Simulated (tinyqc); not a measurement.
Heavy doping: gap narrowing, degeneracy and the minority density: sweeps and comparisons. A value that a table varies takes the place of the one given here.

F_j(eta) = (1/Gamma(j + 1)) integral_0^infinity x^j dx/(1 + exp(x - eta)), which tends to exp(eta) for eta << 0.

Empirical narrowing (Slotboom form, constants chosen for the exercise; published fits of this form give the apparent narrowing, here it is taken as the true one): dEg = E0 [ln(N/N0) + sqrt(ln(N/N0)^2 + C)].

Majority: N = Nc F_1/2(eta), eta the distance of EF beyond the majority band edge in kT. Degeneracy factor gam = F_1/2(eta)/exp(eta). ni0^2 = Nc Nv exp(-Eg/kT); product n p = ni0^2 gam exp(dEg/kT), dEg the true narrowing; apparent narrowing dEa = dEg + kT ln gam; minority density = n p/N.

Bipolar transistor with N as emitter doping: beta = K (N/NB) exp((dEa_B + dG - dEa_E)/kT), dEa_E = dEg(N) + kT ln gam, dEa_B = dEg(NB). For the sweep in T, Nc is scaled as (T/T0)^(3/2) from its value at T0 = T.

Constants: kB = 8.617333262e-05 eV/K.

Values chosen for the exercise (gap and densities of states near those of Si at this temperature; narrowing constants near the fits for Si; shifted at random, so the results belong to these values and not to a real crystal): Eg = 1.118 eV (gap); Nc = 4.33e+19 1/cm^3 (conduction-band density of states); Nv = 1.8e+19 1/cm^3 (valence-band density of states); T = 400 K; E0 = 7.75 meV (narrowing scale); N0 = 1e+17 1/cm^3 (onset density); C = 0.5 (smoothing constant); N = 2.7e+18 1/cm^3 (ionised donors, equal to the majority density); NB = 3e+17 1/cm^3 (base doping); K = 5.6 (ratio (D_B W_E)/(D_E W_B)); dG = 0 meV (extra narrowing of the base by alloying).

## Narrowing against degeneracy

N takes the values listed; the last column is N over the factor gam exp(dEg/kT), the doping that a simple model would need to give the same minority density.

Results:
```
N (1/cm^3)    eta      gam  dEg (meV)  dEa (meV)  minority (1/cm^3)  effective doping (1/cm^3)
1.0e+17     -6.07    0.999        5.5        5.5           7.49e+07                   8.54e+16
4.0e+17     -4.68    0.997       22.8       22.7           3.09e+07                   2.07e+17
1.0e+18     -3.76    0.992       36.5       36.2           1.83e+07                   3.50e+17
4.0e+18     -2.35    0.968       57.7       56.6           8.25e+06                   7.75e+17
1.0e+19     -1.38    0.922       71.8       69.0           4.73e+06                   1.35e+18
4.0e+19      0.24    0.724       93.2       82.1           1.73e+06                   3.70e+18
1.0e+20      1.63    0.453      107.3       80.1           6.52e+05                   9.80e+18
3.0e+20      4.19    0.105      124.3       46.7           8.26e+04                   7.74e+19
9.0e+20      9.05  0.00245      141.3      -65.9           1.05e+03                   6.10e+21
```

dEg grows steadily to 141.3 meV, while the apparent value peaks at 82.1 meV for N = 4e+19 and falls to -65.9 meV as the Fermi level enters the band (a negative value is not met in measurements: parabolic bands with a fixed mass overstate the filling). N grows by a factor 40 from the third to the sixth row and the effective doping by 10.6: net of degeneracy, narrowing takes away 74 % of the factor gained by heavier doping.

## Current gain against temperature

Gain:
```
T (K)  beta  beta with dG = 0  without narrowing
150    4.31              4.31               50.4
200    7.89              7.89               50.4
250    11.4              11.4               50.4
300    14.5              14.5               50.4
350    17.3              17.3               50.4
400    19.8              19.8               50.4
450    21.9              21.9               50.4
```

dEa_B + dG - dEa_E at T0 = -32.3 meV

beta is 4.31 at 150 K and 21.9 at 450 K, since the net exponent is negative: the emitter has the larger apparent narrowing. At 300 K narrowing and degeneracy change the gain by a factor 0.288.

## What moves the minority density and the gain

All results formed anew. Each row changes one parameter from the base and keeps the others.

Results:
```
case                  dEg (meV)  dEa (meV)  minority (1/cm^3)  beta
base                      51.67      50.91           1.04e+07  19.8
N = 5.4e+18 1/cm^3        62.31      60.79           6.90e+06  29.7
E0 = 9.3 meV              62.00      61.24           1.40e+07  16.3
N0 = 2e+17 1/cm^3         41.07      40.31           7.62e+06  20.6
Eg = 1.138 eV             51.67      50.91           5.80e+06  19.8
Nc = 5.63e+19 1/cm^3      51.67      51.08           1.35e+07  19.7
NB = 6e+17 1/cm^3         51.67      50.91           1.04e+07  13.3
```

The largest shifts from the base row, up to three for each result and ties (the steps differ in size, so this ranks the rows, not the parameters). dEg (meV): N +10.64, N0 -10.59, E0 +10.33; unchanged at the printed digits by Eg, Nc and NB. dEa (meV): N0 -10.59, E0 +10.33, N +9.89; unchanged at the printed digits by Eg and NB. minority (1/cm^3): Eg -4.56e+06, E0 +3.62e+06, N -3.46e+06; unchanged at the printed digits by NB. beta: N +9.91, NB -6.49, E0 -3.45; unchanged at the printed digits by Eg.

Program tinyqc; command `OMP_NUM_THREADS=1 python tinyqc.py 1682401 1682402 out.jsonl`; about 0.01 s on one thread of a shared Intel(R) Xeon(R) Processor @ 2.30GHz.
